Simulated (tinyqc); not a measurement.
# IGBT as a p-i-n diode in series with a MOS channel, on-state and switching loss: effect of the current density

High injection (n = p) in a drift layer from x = -W/2 (anode) to +W/2 (cathode side), recombination only in the layer with lifetime tau, ideal emitters. The channel feeds the cathode side and carries the whole current. Auger recombination, carrier-carrier scattering, emitter losses and the carrier dip under the p body are left out.

b = mn/mp, B = (b - 1)/(b + 1), La = sqrt(2 Vt mn mp tau/(mn + mp)), y = W/(2 La). n(x) = (tau J/(2 q La))[cosh(x/La)/sinh y - B sinh(x/La)/cosh y]. Vm = Vt [(8 b/(b + 1)^2)(sinh y/s) arctan(s sinh y) + B ln((1 + B tanh^2 y)/(1 - B tanh^2 y))], s = sqrt(1 - B^2 tanh^2 y); Vj = Vt ln(n(-W/2) n(W/2)/ni^2), ni = sqrt(Nc Nv) exp(-Eg/(2 Vt)), Eg in volts; Vc = J Rch; Von = Vm + Vj + Vc. Stored charge tau J, turn-off energy Eoff = ks tau J Vdc, loss at half duty 0.5 J Von + f Eoff. A unipolar device on the same layer has Vu = J (W/(q mn Nd) + Rch).

Parameters, values chosen for the exercise; material values close to those of silicon: temperature T = 350 K; band gap Eg = 1.11 eV; conduction-band density of states at T Nc = 3.47e19 cm^-3; valence-band density of states at T Nv = 3.33e19 cm^-3; electron mobility mn = 997 cm^2/(V s); hole mobility mp = 342 cm^2/(V s); width of the drift layer W = 70 um; doping of the drift layer Nd = 1.2e14 cm^-3; high-injection lifetime tau = 0.61 us; channel and accumulation resistance Rch = 2.6 mohm cm^2; link voltage Vdc = 400 V; turn-off energy per stored charge and link voltage ks = 0.08; switching frequency f = 20 kHz.

Constants: q = 1.602176634e-19 C, kB = 1.380649e-23 J/K, Vt = kB T/q. Results are converted to the units shown.

The same in every row: y = 1.143.

Result of one run:
```
Von (V)	Vu (V)	Eoff (mJ/cm^2)	total loss (W/cm^2)
0.5788	0.6988	0.03709	1.292
```

Which current density J gave this result: 0.76, 1.9, 31 or 500 A/cm^2?

J = 1.9 A/cm^2.

The whole series:
```
J (A/cm^2)	Von (V)	Vu (V)	Eoff (mJ/cm^2)	total loss (W/cm^2)
0.3	0.4633	0.1103	0.005856	0.1866
0.76	0.5206	0.2795	0.01484	0.4945
1.9	0.5788	0.6988	0.03709	1.292
4.8	0.6423	1.765	0.09370	3.415
12	0.7163	4.413	0.2342	8.982
31	0.8229	11.40	0.6051	24.86
78	1.001	28.69	1.523	69.48
200	1.375	73.56	3.904	215.6
500	2.210	183.9	9.760	747.7
```

As J goes from 0.3 to 500 A/cm^2, Von rises from 0.463 to 2.21 V, Eoff rises from 0.00586 to 9.76 mJ/cm^2 and the total loss rises from 0.187 to 748 W/cm^2. Von is below Vu in 7 of the 9 rows. At low current the junction voltage makes the bipolar device the worse one. For J = 0.3 to 0.76 A/cm^2 the injected density falls below 5 Nd somewhere, so high injection is doubtful. For J = 200 to 500 A/cm^2 the density at the anode passes 2e17 cm^-3, where Auger recombination and emitter losses matter.

Program tinyqc, `OMP_NUM_THREADS=1 python tinyqc.py 2590066 2590067 out.jsonl`; Intel Xeon 2.30GHz, shared host, one thread, about 0.01 s.
